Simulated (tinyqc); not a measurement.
Inside a calculation. Model: classical Heisenberg spin chain: exact results, Metropolis, heat-bath and over-relaxation steps, and a Monte Carlo run. Computed by tinyqc, a small Python program that keeps every step. Command: `OMP_NUM_THREADS=1 python tinyqc.py 3130412 3130413 out.jsonl heismc walk`. One thread of a shared host (Intel(R) Xeon(R) Processor @ 2.30GHz), about 0.3 s of CPU time with the checks. Intermediate numbers are printed to about 6 digits and carried at full precision; extremes and crossings named in words are read from the listed rows.

E = -J sum_i s_i . s_(i+1) for unit vectors s_i on an open chain; K = J/(k_B T).

Inputs (values chosen for the exercise, for a model chain of large moments): coupling J = 37 meV; temperature T = 609 K; moment mu = 4.1 mu_B; length N of the open chain = 8; seed = 16769.

Update: Metropolis.

Constants: k_B = 8.617333262e-05 eV/K; mu_B = 5.7883818060e-05 eV/T.

## Exact results

Each bond angle is independent, so u = <s_i . s_(i+1)> = coth K - 1/K, <s_i . s_(i+n)> = u^n, correlation length xi = -1/ln|u|, energy per bond -J u, heat capacity per bond c/k_B = 1 - K^2/sinh^2 K, and for the long chain chi = mu^2 (1 + u)/(3 k_B T (1 - u)) per spin.

K = 0.705036

u = 0.227575

xi = 0.675551 sites

energy per bond = -8.42029 meV

heat capacity = 0.150435 k_B/bond

chi over the Curie value = 1.58925

chi = 0.00982213 mu_B/T per spin

## Finite chain

For N spins, <|sum s|^2>/N = (1 + u)/(1 - u) - 2 u (1 - u^N)/(N (1 - u)^2); the long chain has (1 + u)/(1 - u), chi over the Curie value, and the difference is relative to it.

<|sum s|^2>/N = 1.49389

difference from the long chain = -6.00009 %

## Four single-spin steps

four neighbouring spins (rows; components x, y, z):
$$\begin{pmatrix}
-0.5991 & 0.7311 & -0.3266 \\
0.6455 & -0.4780 & -0.5957 \\
-0.1272 & -0.9752 & -0.1812 \\
0.7367 & -0.6415 & 0.2139
\end{pmatrix}$$

random numbers, one row a step:
$$\begin{pmatrix}
0.5874 & 0.7085 & 0.6511 \\
0.4504 & 0.2239 & 0.9815 \\
0.4316 & 0.8242 & 0.4745 \\
0.7825 & 0.8810 & 0.7244
\end{pmatrix}$$

The given spins are first normalised. Spins 2 and 3 are updated in turn, with h = K (sum of the two neighbours). Trial spin with z = 2 r1 - 1 and azimuth 2 pi r2; it is accepted if r3 < min(1, exp(h . s_trial - h . s_old)).

Steps:
```
spin      |h|  h . s before  h . s trial  acceptance  accepted          x          y          z
2     0.64806      -0.03499      0.23113     1.00000       yes  -0.253838  -0.951321   0.174800
3     1.20504       1.00217     -1.07435     0.12537        no  -0.127198  -0.975186  -0.181197
2     0.64806       0.23113     -0.02673     0.77270       yes   0.445280  -0.884879  -0.136800
3     1.36217       0.93360      1.13863     1.00000       yes   0.605002  -0.561023   0.565000
```

## A run and its error bars

From the ordered state (alternating for J < 0), with trial spins uniform on the sphere, 200 sweeps are discarded and 1600 recorded (even and odd sites in turn; random numbers not printed, so these rows are one sample). Errors are the scatter of block means over sqrt(number of blocks).

Blocking:
```
block length  mean bond product       error  <|sum s|^2>/N      error
1                      0.228240  0.00521931        1.46203  0.0259905
4                      0.228240  0.00600005        1.46203  0.0307139
16                     0.228240  0.00628448        1.46203  0.0313777
40                     0.228240  0.00653616        1.46203  0.0313452
80                     0.228240  0.00658569        1.46203  0.0348065
```

With blocks of 40 the bond product is 0.1 error bars from the exact u = 0.2276, and <|sum s|^2>/N is 1.0 from the exact 1.494. Blocking to 40 changes the two errors by factors 1.3 and 1.2. 72 % of the trial spins are accepted.

Checks made by the program: c against a difference of the energy (relative difference 2e-10).
